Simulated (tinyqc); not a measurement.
Worked calculation: Pariser-Parr-Pople SCF with singles CI, for the molecule c1ccc2cccc-2cc1 (SMILES; centres numbered as the heavy atoms are written). Computed by tinyqc, a small Python program that keeps every step. Settings: charge = 0, gamma = Ohno, start = huckel, damping = 0, iteration cap = 57, excitations kept = 4. Command: `OMP_NUM_THREADS=1 python tinyqc.py 29259 29260 out.jsonl` (the two numbers bound the seeds that draw the settings). One thread of a shared host (Intel(R) Xeon(R) Processor @ 2.60GHz), about 0.01 s of CPU time with the checks. Later iterations appear only in the table of the cycle.

## PPP integrals

Centres (angstrom, eV; a flat drawing with bonds scaled to 1.40 angstrom):
```
centre          x          y  core charge z          W   gamma_rr
1C       2.531000   0.000000              1  11.160000  11.130000
2C       1.924000   1.261000              1  11.160000  11.130000
3C       0.559000   1.573000              1  11.160000  11.130000
4C      -0.536000   0.700000              1  11.160000  11.130000
5C      -1.867000   1.133000              1  11.160000  11.130000
6C      -2.690000   0.000000              1  11.160000  11.130000
7C      -1.867000  -1.133000              1  11.160000  11.130000
8C      -0.536000  -0.700000              1  11.160000  11.130000
9C       0.559000  -1.573000              1  11.160000  11.130000
10C      1.924000  -1.261000              1  11.160000  11.130000
```

Resonance integrals (eV):
```
i    j       beta
1    2  -2.450000
2    3  -2.450000
3    4  -2.450000
4    5  -2.450000
5    6  -2.450000
6    7  -2.450000
7    8  -2.450000
8    9  -2.450000
9   10  -2.450000
10   1  -2.450000
8    4  -2.450000
```

Ohno: gamma = 14.399645/sqrt(R^2 + a^2), a = 2 x 14.399645/(gamma_rr + gamma_ss); H_rr = -W_r - sum_(s != r) z_s gamma_rs; H_rs = beta for bonds.

repulsion gamma_rs (eV):
```
            1C         2C         3C         4C         5C         6C         7C         8C
1C   11.130000   7.555349   5.079327   4.233299   3.049299   2.677056   3.049299   4.233299
2C    7.555349  11.130000   7.553271   5.078313   3.592968   2.906029   3.085711   4.233184
3C    5.079327   7.553271  11.130000   7.552663   5.171533   3.755187   3.732715   5.078555
4C    4.233299   5.078313   7.552663  11.130000   7.554850   5.520570   5.519866   7.553862
5C    3.049299   3.592968   5.171533   7.554850  11.130000   7.552804   5.518526   5.519866
6C    2.677056   2.906029   3.755187   5.520570   7.552804  11.130000   7.552804   5.520570
7C    3.049299   3.085711   3.732715   5.519866   5.518526   7.552804  11.130000   7.554850
8C    4.233299   4.233184   5.078555   7.553862   5.519866   5.520570   7.554850  11.130000
9C    5.079327   4.233612   4.233148   5.078555   3.732715   3.755187   5.171533   7.552663
10C   7.555349   5.080158   4.233612   4.233184   3.085711   2.906029   3.592968   5.078313

            9C        10C
1C    5.079327   7.555349
2C    4.233612   5.080158
3C    4.233148   4.233612
4C    5.078555   4.233184
5C    3.732715   3.085711
6C    3.755187   2.906029
7C    5.171533   3.592968
8C    7.552663   5.078313
9C   11.130000   7.553271
10C   7.553271  11.130000
```

core matrix H (eV):
```
             1C          2C          3C          4C          5C          6C          7C          8C
1C   -53.671604   -2.450000    0.000000    0.000000    0.000000    0.000000    0.000000    0.000000
2C    -2.450000  -54.478593   -2.450000    0.000000    0.000000    0.000000    0.000000    0.000000
3C     0.000000   -2.450000  -57.550010   -2.450000    0.000000    0.000000    0.000000    0.000000
4C     0.000000    0.000000   -2.450000  -63.485162   -2.450000    0.000000    0.000000   -2.450000
5C     0.000000    0.000000    0.000000   -2.450000  -55.938271   -2.450000    0.000000    0.000000
6C     0.000000    0.000000    0.000000    0.000000   -2.450000  -53.306235   -2.450000    0.000000
7C     0.000000    0.000000    0.000000    0.000000    0.000000   -2.450000  -55.938271   -2.450000
8C     0.000000    0.000000    0.000000   -2.450000    0.000000    0.000000   -2.450000  -63.485162
9C     0.000000    0.000000    0.000000    0.000000    0.000000    0.000000    0.000000   -2.450000
10C   -2.450000    0.000000    0.000000    0.000000    0.000000    0.000000    0.000000    0.000000

             9C         10C
1C     0.000000   -2.450000
2C     0.000000    0.000000
3C     0.000000    0.000000
4C     0.000000    0.000000
5C     0.000000    0.000000
6C     0.000000    0.000000
7C     0.000000    0.000000
8C    -2.450000    0.000000
9C   -57.550010   -2.450000
10C   -2.450000  -54.478593
```

## Starting guess

pi electrons, sum of z_r less the charge = 10

Orbitals of the Hueckel matrix of the beta values.

P at the start:
```
            1C         2C         3C         4C         5C         6C         7C         8C
1C    0.870001   0.638899   0.142691  -0.217049   0.017140   0.176598   0.017140  -0.217049
2C    0.638899   0.986447   0.664039   0.011190  -0.226883   0.017140   0.186432  -0.068408
3C    0.142691   0.664039   0.854946   0.585798   0.011190  -0.217049  -0.068408   0.172482
4C   -0.217049   0.011190   0.585798   1.027428   0.595632  -0.074358  -0.231000   0.400945
5C    0.017140  -0.226883   0.011190   0.595632   1.172879   0.656039  -0.200638  -0.231000
6C    0.176598   0.017140  -0.217049  -0.074358   0.656039   1.046600   0.656039  -0.074358
7C    0.017140   0.186432  -0.068408  -0.231000  -0.200638   0.656039   1.172879   0.595632
8C   -0.217049  -0.068408   0.172482   0.400945  -0.231000  -0.074358   0.595632   1.027428
9C    0.142691  -0.242189  -0.184853   0.172482  -0.068408  -0.217049   0.011190   0.585798
10C   0.638899   0.026246  -0.242189  -0.068408   0.186432   0.017140  -0.226883   0.011190

            9C        10C
1C    0.142691   0.638899
2C   -0.242189   0.026246
3C   -0.184853  -0.242189
4C    0.172482  -0.068408
5C   -0.068408   0.186432
6C   -0.217049   0.017140
7C    0.011190  -0.226883
8C    0.585798   0.011190
9C    0.854946   0.664039
10C   0.664039   0.986447
```

## Iteration 1: Fock matrix

F_rr = H_rr + P_rr gamma_rr / 2 + sum_(s != r) P_ss gamma_rs; F_rs = H_rs - P_rs gamma_rs / 2; E = tr P (H + F) / 2 + core repulsion sum_(r<s) z_r z_s gamma_rs.

F (eV):
```
            1C         2C         3C         4C         5C         6C         7C         8C
1C   -6.585506  -4.863552  -0.362387   0.459417  -0.026133  -0.236382  -0.026133   0.459417
2C   -4.863552  -6.885781  -4.957834  -0.028413   0.407592  -0.024905  -0.287638   0.144791
3C   -0.362387  -4.957834  -5.775524  -4.662166  -0.028934   0.407530   0.127673  -0.437980
4C    0.459417  -0.028413  -4.662166  -5.226312  -4.699954   0.205249   0.637543  -3.964340
5C   -0.026133   0.407592  -0.028934  -4.699954  -4.746842  -4.927468   0.553612   0.637543
6C   -0.236382  -0.024905   0.407530   0.205249  -4.927468  -3.937591  -4.927468   0.205249
7C   -0.026133  -0.287638   0.127673   0.637543   0.553612  -4.927468  -4.746842  -4.699954
8C    0.459417   0.144791  -0.437980  -3.964340   0.637543   0.205249  -4.699954  -5.226312
9C   -0.362387   0.512668   0.391255  -0.437980   0.127673   0.407530  -0.028934  -4.662166
10C  -4.863552  -0.066666   0.512668   0.144791  -0.287638  -0.024905   0.407592  -0.028413

            9C        10C
1C   -0.362387  -4.863552
2C    0.512668  -0.066666
3C    0.391255   0.512668
4C   -0.437980   0.144791
5C    0.127673  -0.287638
6C    0.407530  -0.024905
7C   -0.028934   0.407592
8C   -4.662166  -0.028413
9C   -5.775524  -4.957834
10C  -4.957834  -6.885781
```

pi energy = -133.520328 eV

## Iteration 1: orbitals and new P

Diagonalise F (the basis is taken as orthonormal) and form P = 2 sum c c over the lowest orbitals.

orbital energies (eV): -15.721977  -13.658708  -13.042328  -10.002537  -8.969496  -2.380834  -1.434903  1.703330  3.817031  3.898406

P after iteration 1:
```
            1C         2C         3C         4C         5C         6C         7C         8C
1C    0.911051   0.644836   0.094228  -0.231872   0.036134   0.180450   0.036134  -0.231872
2C    0.644836   1.051215   0.655175  -0.014030  -0.228960   0.001707   0.189923  -0.023786
3C    0.094228   0.655175   0.864976   0.602636   0.029811  -0.225863  -0.115464   0.201187
4C   -0.231872  -0.014030   0.602636   1.015878   0.607516  -0.028287  -0.253594   0.327701
5C    0.036134  -0.228960   0.029811   0.607516   1.123995   0.656988  -0.124847  -0.253594
6C    0.180450   0.001707  -0.225863  -0.028287   0.656988   0.976821   0.656988  -0.028287
7C    0.036134   0.189923  -0.115464  -0.253594  -0.124847   0.656988   1.123995   0.607516
8C   -0.231872  -0.023786   0.201187   0.327701  -0.253594  -0.028287   0.607516   1.015878
9C    0.094228  -0.248850  -0.113261   0.201187  -0.115464  -0.225863   0.029811   0.602636
10C   0.644836  -0.033530  -0.248850  -0.023786   0.189923   0.001707  -0.228960  -0.014030

            9C        10C
1C    0.094228   0.644836
2C   -0.248850  -0.033530
3C   -0.113261  -0.248850
4C    0.201187  -0.023786
5C   -0.115464   0.189923
6C   -0.225863   0.001707
7C    0.029811  -0.228960
8C    0.602636  -0.014030
9C    0.864976   0.655175
10C   0.655175   1.051215
```

## Iteration 2: Fock matrix

As before.

F (eV):
```
            1C         2C         3C         4C         5C         6C         7C         8C
1C   -5.859193  -4.885981  -0.239308   0.490792  -0.055092  -0.241537  -0.055092   0.490792
2C   -4.885981  -6.404748  -4.924357   0.035625   0.411323  -0.002481  -0.293023   0.050346
3C   -0.239308  -4.924357  -5.548521  -4.725753  -0.077084   0.424078   0.215497  -0.510871
4C    0.490792   0.035625  -4.725753  -5.498637  -4.744846   0.078080   0.699902  -3.687705
5C   -0.055092   0.411323  -0.077084  -4.744846  -5.319635  -4.931051   0.344485   0.699902
6C   -0.241537  -0.002481   0.424078   0.078080  -4.931051  -4.630198  -4.931051   0.078080
7C   -0.055092  -0.293023   0.215497   0.699902   0.344485  -4.931051  -5.319635  -4.744846
8C    0.490792   0.050346  -0.510871  -3.687705   0.699902   0.078080  -4.744846  -5.498637
9C   -0.239308   0.526767   0.239725  -0.510871   0.215497   0.424078  -0.077084  -4.725753
10C  -4.885981   0.085168   0.526767   0.050346  -0.293023  -0.002481   0.411323   0.035625

            9C        10C
1C   -0.239308  -4.885981
2C    0.526767   0.085168
3C    0.239725   0.526767
4C   -0.510871   0.050346
5C    0.215497  -0.293023
6C    0.424078  -0.002481
7C   -0.077084   0.411323
8C   -4.725753   0.035625
9C   -5.548521  -4.924357
10C  -4.924357  -6.404748
```

pi energy = -133.780468 eV

## Iteration 2: orbitals and new P

As before.

orbital energies (eV): -15.510411  -13.659450  -12.822375  -10.374050  -9.336512  -2.107332  -1.238631  2.171328  3.200657  3.644304

P after iteration 2:
```
            1C         2C         3C         4C         5C         6C         7C         8C
1C    0.900226   0.645003   0.094582  -0.232221   0.032223   0.173684   0.032223  -0.232221
2C    0.645003   1.056076   0.656259  -0.016523  -0.223642   0.004913   0.187568  -0.025853
3C    0.094582   0.656259   0.863860   0.602615   0.028809  -0.221032  -0.108482   0.206360
4C   -0.232221  -0.016523   0.602615   1.021303   0.608441  -0.030593  -0.261219   0.315559
5C    0.032223  -0.223642   0.028809   0.608441   1.119889   0.659431  -0.116223  -0.261219
6C    0.173684   0.004913  -0.221032  -0.030593   0.659431   0.977519   0.659431  -0.030593
7C    0.032223   0.187568  -0.108482  -0.261219  -0.116223   0.659431   1.119889   0.608441
8C   -0.232221  -0.025853   0.206360   0.315559  -0.261219  -0.030593   0.608441   1.021303
9C    0.094582  -0.251114  -0.107720   0.206360  -0.108482  -0.221032   0.028809   0.602615
10C   0.645003  -0.030489  -0.251114  -0.025853   0.187568   0.004913  -0.223642  -0.016523

            9C        10C
1C    0.094582   0.645003
2C   -0.251114  -0.030489
3C   -0.107720  -0.251114
4C    0.206360  -0.025853
5C   -0.108482   0.187568
6C   -0.221032   0.004913
7C    0.028809  -0.223642
8C    0.602615  -0.016523
9C    0.863860   0.656259
10C   0.656259   1.056076
```

## Convergence

Stop when output and input P, before any damping, agree to 1e-7.

Course of the cycle:
```
iteration         E (eV)  largest |P(out) - P(in)|
1          -133.52032777                  7.58e-02
2          -133.78046830                  1.21e-02
3          -133.78877395                  4.73e-03
4          -133.79014029                  2.06e-03
5          -133.79043942                  1.24e-03
6          -133.79053180                  8.10e-04
7          -133.79056911                  5.54e-04
8          -133.79058628                  3.85e-04
9          -133.79059459                  2.70e-04
10         -133.79059867                  1.90e-04
11         -133.79060069                  1.34e-04
...                  ...                       ...
22         -133.79060268                  2.85e-06
23         -133.79060268                  2.01e-06
24         -133.79060268                  1.41e-06
25         -133.79060268                  9.96e-07
26         -133.79060268                  7.02e-07
27         -133.79060268                  4.94e-07
28         -133.79060268                  3.48e-07
29         -133.79060268                  2.45e-07
30         -133.79060268                  1.73e-07
31         -133.79060268                  1.22e-07
32         -133.79060268                  8.56e-08
```

Converged in 32 iterations.

## Converged orbitals

Charges are z - P_rr.

orbital energies (eV): -15.484202  -13.646991  -12.806759  -10.378436  -9.336916  -2.070595  -1.215079  2.179736  3.216243  3.652859

coefficients:
```
          MO1        MO2        MO3        MO4        MO5        MO6        MO7        MO8
1C   0.307957   0.488898   0.000000   0.333678   0.000000   0.518495   0.000000   0.506984
2C   0.322006   0.373757   0.394033   0.121479  -0.345312  -0.135587   0.450191  -0.436061
3C   0.340764   0.062164   0.477183  -0.261368  -0.112846  -0.434272  -0.397098   0.276941
4C   0.398593  -0.269845   0.281315  -0.320059   0.317271   0.330488  -0.182608  -0.030030
5C   0.236178  -0.324053   0.194671   0.299888   0.517073   0.040198   0.326031  -0.219323
6C   0.190351  -0.343814   0.000000   0.581186   0.000000  -0.309086   0.000000   0.333566
7C   0.236178  -0.324053  -0.194671   0.299888  -0.517073   0.040198  -0.326031  -0.219323
8C   0.398593  -0.269845  -0.281315  -0.320059  -0.317271   0.330488   0.182608  -0.030030
9C   0.340764   0.062164  -0.477183  -0.261368   0.112846  -0.434272   0.397098   0.276941
10C  0.322006   0.373757  -0.394033   0.121479   0.345312  -0.135587  -0.450191  -0.436061

           MO9       MO10
1C   -0.170086   0.000000
2C    0.182557   0.151083
3C   -0.215439  -0.319180
4C    0.236104   0.535589
5C   -0.446719  -0.297393
6C    0.548618   0.000000
7C   -0.446719   0.297393
8C    0.236104  -0.535589
9C   -0.215439   0.319180
10C   0.182557  -0.151083
```

pi charges: 1C 0.109600, 2C -0.065283, 3C 0.142530, 4C -0.027859, 5C -0.111970, 6C 0.015564, 7C -0.111970, 8C -0.027859, 9C 0.142530, 10C -0.065283

## Singles CI, singlets

Over the 4 single excitations with the smallest orbital gaps: A = (e_a - e_i) delta + 2 (ia|jb) - (ij|ab), with (pq|rs) = sum c_mp c_mq gamma_mn c_nr c_ns. f = 2/3 w |mu|^2 in atomic units, mu = sqrt2 sum c_ia sum_m c_mi c_ma R_m.

singlet CI matrix (eV):
```
          5>6        5>7        4>6       4>7
5>6  2.413714   0.000000   0.000000  0.693781
5>7  0.000000   4.356022  -1.113289  0.000000
4>6  0.000000  -1.113289   4.513548  0.000000
4>7  0.693781   0.000000   0.000000  5.106739
```

singlet excitation energies (eV): 2.245490  3.318713  5.274963  5.550856

oscillator strengths: 0.029088  0.005609  0.676391  2.276152

## Singles CI, triplets

Over the 4 single excitations with the smallest orbital gaps: A = (e_a - e_i) delta - (ij|ab), with (pq|rs) = sum c_mp c_mq gamma_mn c_nr c_ns.

triplet CI matrix (eV):
```
           5>6        5>7        4>6        4>7
5>6   1.880460   0.000000   0.000000  -0.051494
5>7   0.000000   2.654206  -0.051494   0.000000
4>6   0.000000  -0.051494   2.891383   0.000000
4>7  -0.051494   0.000000   0.000000   3.949806
```

triplet excitation energies (eV): 1.879180  2.643508  2.902080  3.951087
